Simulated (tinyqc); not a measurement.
Inside a calculation. Model: sheet resistance and Hall data of a diffused or implanted layer. Computed by tinyqc, a small Python program that keeps every step. Command: `OMP_NUM_THREADS=1 python tinyqc.py 3010215 3010216 out.jsonl layer walk`. One thread of a shared host (Intel(R) Xeon(R) Processor @ 2.30GHz), about 0.01 s of CPU time with the checks. Intermediate numbers are printed to about 6 digits and carried at full precision; extremes and crossings named in words are read from the listed rows.

Carriers are taken equal to the net active doping down to the junction (full ionisation, which deep dopants in wide-gap hosts do not reach; no spill-over, no depletion), and the Hall factor is 1.

Inputs (values chosen for the exercise, modelled on aluminium in 4H-SiC):
```
quantity,value,unit
mu_min,15.3,cm^2/(V s)
mu_max,122,cm^2/(V s)
N_ref,1.7e+19,1/cm^3
exponent alpha,0.33,-
peak concentration N_0,4.3e+18,1/cm^3
length scale l,130,nm
background doping N_B (opposite type),8.9e+14,1/cm^3
probe current I,0.5,mA
magnetic field B,0.5,T
```

Profile: Gaussian at the surface. Activation: complete.

Constants: e = 1.602176634e-19 C.

## Dose and junction depth

N(x) = N_0 exp(-x^2/l^2), dose N_0 l sqrt(pi)/2, junction x_j = l sqrt(ln(N_0/N_B)).

dose = 4.95401e+13 1/cm^2

junction depth x_j = 378.631 nm

## Profile

Mobility mu = mu_min + (mu_max - mu_min)/(1 + (N_t/N_ref)^alpha), N_t = active doping + N_B; carriers n = active doping - N_B, all dopants active. sigma = e n mu.

Depth, doping, carriers, mobility and conductivity at 2, 10, 20, 35, 50, 65, 80, 90 and 98 % of the layer:
```
x (nm),N (1/cm^3),n (1/cm^3),mu (cm^2/(V s)),sigma (S/cm)
7.573,4.28543e+18,4.28454e+18,80.574,5.53105e+01
37.863,3.95028e+18,3.94939e+18,81.252,5.14134e+01
75.726,3.06271e+18,3.06182e+18,83.345,4.08855e+01
132.521,1.52114e+18,1.52025e+18,88.837,2.16380e+01
189.315,5.15761e+17,5.14871e+17,96.396,7.95185e+00
246.110,1.19384e+17,1.18494e+17,104.576,1.98536e+00
302.904,1.88651e+16,1.79751e+16,111.641,3.21516e-01
340.767,4.46031e+15,3.57031e+15,115.031,6.58010e-02
371.058,1.24532e+15,3.55316e+14,116.764,6.64713e-03
```

The mobility varies by a factor 1.4 across these points and the conductivity by 8320.

## Sheet values

Integrals from x_0 (0 unless stated) to x_j by the midpoint rule on 400 even intervals: 1/R_s = e int n mu dx; sheet density n_s = int n dx; Hall sheet density (int n mu dx)^2/int n mu^2 dx; Hall mobility int n mu^2 dx/int n mu dx. Mean conductivity 1/(R_s x_j); mean mobility 1/(e n_s R_s).

sheet resistance R_s = 1493.79 ohm

sheet density n_s = 4.95045e+13 1/cm^2

mean mobility = 84.4025 cm^2/(V s)

Hall sheet density = 4.93333e+13 1/cm^2

Hall mobility = 84.6955 cm^2/(V s)

mean conductivity 1/(R_s x_j) = 17.6805 S/cm

Carriers amount to 99.9 % of the dose. A Hall measurement weights the mobile tail and reports 99.7 % of n_s.

## What the probes read

Collinear four-point probe on a large thin layer: V = I R_s ln(2)/pi. Van der Pauw on a symmetric sample: R = R_s ln(2)/pi as well. Hall voltage V_H = I B/(e x Hall sheet density); tangent of the Hall angle V_H/(I R_s).

four-point voltage = 164.792 mV

Hall voltage = 3.16293 mV

tangent of the Hall angle = 0.00423477

## Shortcuts against the integral

Shortcuts: R_s = 1/(e Q mu) with the dose Q and the mobility at the (active) peak concentration; 1/(e n_s mu) with mu at N_t = n_s/x_j + N_B; 1/(e Q mu_max).

Sheet resistances:
```
method,R_s (ohm),deviation (%)
integral,1493.79,0.0000
"dose, mobility at the peak",1564.20,4.7138
"n_s, mobility at the mean concentration",1401.40,-6.1849
"dose, mu_max",1032.70,-30.8673
```

The closest shortcut is «dose, mobility at the peak» (+4.7 %). The peak mobility is the lowest in the layer, so with full activation it overestimates R_s.

## Stripping the layer step by step

After removing a depth d the integrals start at d. Differences between neighbouring rows give the local conductivity -d(1/R_s)/dx at the middle of the slice (the last slice uses one more step, not listed).

Differential sheet resistance:
```
removed d (nm),R_s (ohm),slice conductivity (S/cm),sigma at mid-slice (S/cm)
0,1494,54.0940,54.4266
38,2156,46.4835,46.6808
76,3481,34.2705,34.2832
114,6369,21.6106,21.4893
152,13352,11.6028,11.4415
190,32463,5.2732,5.1429
228,92880,2.0134,1.9364
266,320974,0.6373,0.6021
```

R_s doubles after removing between 38.0 and 76.0 nm of a layer 379 nm deep, so half the current flows above that depth. Where sigma exceeds a tenth of its largest listed value, the slice values agree with it within 2 %.

Checks made by the program: conductance integral against adaptive quadrature (relative difference 4e-09).
